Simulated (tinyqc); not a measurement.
Alloy A(1-x)B(x) by interpolation with bowing: sweeps and comparisons. A value that a table varies takes the place of the one given here.

Each gap follows E(x) = (1 - x) E_A + x E_B - C x (1 - x); the lattice constant follows Vegard, a(x) = (1 - x) a_A + x a_B.

Mass at Gamma from the Kane formula 1/m = F + Ep (Eg + 2 Dso/3)/(Eg (Eg + Dso)). F is fixed by the masses of A and B and interpolated linearly, as is Ep; Eg and Dso carry their bowing.

Constants: hc = 1239.841984 eV nm.

Inputs chosen for the exercise (A near Ge, B near Si; the results hold for these values, not for the real material):
```
symbol  value              unit      meaning
a       (5.657, 5.426)     angstrom  lattice constant of A, B
Eg      (0.903, 4.23)      eV        gap at Gamma to the s-like level of A, B
EgX     (0.935, 1.165)     eV        gap to the lowest valley along Gamma-X of A, B
EgL     (0.745, 2.073)     eV        gap to L of A, B
C       (0.205, 0.208, 0)  eV        bowing of the Gamma, X and L gaps
Dso     (0.288, 0.045)     eV        spin-orbit splitting of A, B
Ep      (26.5, 21.8)       eV        Kane energy of A, B
me      (0.0384, 0.2014)   m0        electron mass at Gamma of A, B
Cs      0                  eV        bowing of Dso
x       0.47                         fraction of B
```

## Gaps across the alloy

Eleven compositions.

Gaps (eV):
```
x    a (angstrom)  Gamma      X      L  lowest  wavelength (nm)
0.0        5.6570  0.903  0.935  0.745       L             1664
0.1        5.6339  1.217  0.939  0.878       L             1412
0.2        5.6108  1.536  0.948  1.011       X             1308
0.3        5.5877  1.858  0.960  1.143       X             1291
0.4        5.5646  2.185  0.977  1.276       X             1269
0.5        5.5415  2.515  0.998  1.409       X             1242
0.6        5.5184  2.850  1.023  1.542       X             1212
0.7        5.4953  3.189  1.052  1.675       X             1178
0.8        5.4722  3.532  1.086  1.807       X             1142
0.9        5.4491  3.879  1.123  1.940       X             1104
1.0        5.4260  4.230  1.165  2.073       X             1064
```

The lowest valley changes at x = 0.149 (L to X, gap 0.943 eV). The Gamma gap is monotonic, since its bowing (0.205 eV) is smaller than the difference of the end gaps (3.327 eV); at x = 0.5 bowing lowers it by C/4 = 0.051 eV.

## Three ways to interpolate a mass

Linear in m, linear in 1/m, and the Kane formula.

Masses (m0):
```
x      Eg (eV)  linear in m  linear in 1/m    Kane  Kane m/Eg (1/eV)
0.000    0.903       0.0384         0.0384  0.0384            0.0425
0.125    1.296       0.0588         0.0427  0.0554            0.0428
0.250    1.696       0.0791         0.0481  0.0736            0.0434
0.375    2.103       0.0995         0.0551  0.0928            0.0441
0.500    2.515       0.1199         0.0645  0.1130            0.0449
0.625    2.934       0.1403         0.0777  0.1342            0.0457
0.750    3.360       0.1606         0.0977  0.1561            0.0465
0.875    3.792       0.1810         0.1316  0.1786            0.0471
1.000    4.230       0.2014         0.2014  0.2014            0.0476
```

At x = 0.5 the three give 0.1199, 0.0645 and 0.1130; judged by the largest distance, the Kane value is closer to the interpolation in m (largest distances 0.0069 m0 from the rule in m, 0.0584 m0 from the rule in 1/m). The ratio m/Eg varies by a factor of 1.12 while the gap varies by 4.68; a constant ratio is the two-band rule m = Eg/Ep at fixed Ep.

## What each parameter does

Gaps at x and the Kane mass. Each row changes one parameter from the base and keeps the others.

Results:
```
case                        Gamma (eV)  X (eV)  L (eV)  mass (m0)
base                            2.4156  0.9913  1.3692     0.1081
x = 0.51                        2.5485  1.0003  1.4223     0.1147
C = (0.305, 0.308, 0.1) eV      2.3907  0.9664  1.3442     0.1069
Eg = (0.948, 4.23) eV           2.4395  0.9913  1.3692     0.1021
EgX = (0.935, 1.107) eV         2.4156  0.9640  1.3692     0.1081
EgL = (0.708, 2.073) eV         2.4156  0.9913  1.3496     0.1081
Ep = (29.2, 24) eV              2.4156  0.9913  1.3692     0.1170
Cs = 0.05 eV                    2.4156  0.9913  1.3692     0.1079
```

The largest shifts from the base row, up to three for each result and ties (the steps differ in size, so this ranks the rows, not the parameters). Gamma (eV): x +0.1329, C -0.0249, Eg +0.0239; unchanged at the printed digits by EgX, EgL, Ep and Cs. X (eV): EgX -0.0273, C -0.0249, x +0.0090; unchanged at the printed digits by Eg, EgL, Ep and Cs. L (eV): x +0.0531, C -0.0249, EgL -0.0196; unchanged at the printed digits by Eg, EgX, Ep and Cs. mass (m0): Ep +0.0089, x +0.0066, Eg -0.0060; unchanged at the printed digits by EgX and EgL.

Run: tinyqc, `OMP_NUM_THREADS=1 python tinyqc.py 1050338 1050339 out.jsonl`; Intel(R) Xeon(R) Processor @ 2.30GHz, one thread, shared host; about 0.01 s of CPU time with all checks.
